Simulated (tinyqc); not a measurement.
# Gap voltage and exponent from three temperatures

Inverse problem. At constant current VBE(T) = Vg0 - a T - eta (kB T/q) ln T, where a is a constant. Find Vg0, eta and dVBE/dT at the middle temperature.

Constants: q = 1.602176634e-19 C, kB = 1.380649e-23 J/K. Results are converted to the units shown.

T (K): [253, 360, 390]
VBE at a constant current (V): [0.8026101022, 0.6154530286, 0.5610566252]

Solution. The relation is linear in Vg0, a and eta, so three points give a linear system; the slope is (VBE - Vg0 - eta kB T/q)/T. eta rests on the curvature of VBE(T) alone, so real fits need accuracy of some tens of microvolts or better.

Vg0 = 1.152 V
eta = 3.600
dVBE/dT = -1.801 mV/K

tinyqc, about 0.02 s, one thread, Intel Xeon 2.30GHz (shared host): `OMP_NUM_THREADS=1 python tinyqc.py 2062087 2062088 out.jsonl`
